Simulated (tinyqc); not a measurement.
# Trap depth and cross-section from two peaks

Inverse problem. A DLTS peak lies where ew = sn g T^2 exp(-Et/kB T), g = vth Nc/(300 K)^2. Find Et and sn.

Parameters, values chosen for the exercise: conduction-band density of states at 300 K Nc = 4.62e17 cm^-3; thermal velocity at 300 K vth = 4e7 cm/s.

Constants: q = 1.602176634e-19 C, kB = 1.380649e-23 J/K. Results are converted to the units shown.

peak temperatures for ew = 10 and 500 1/s (K): 253.49643  306.01594

Answer. The slope of ln(ew/T^2) against q/kB T is -Et, and the intercept is ln(sn g).

Et = 0.4500 eV
sn = 6.700e-16 cm^2

Numbers from tinyqc (`OMP_NUM_THREADS=1 python tinyqc.py 2050108 2050109 out.jsonl`; about 0.01 s on one thread of a shared Intel Xeon 2.30GHz).
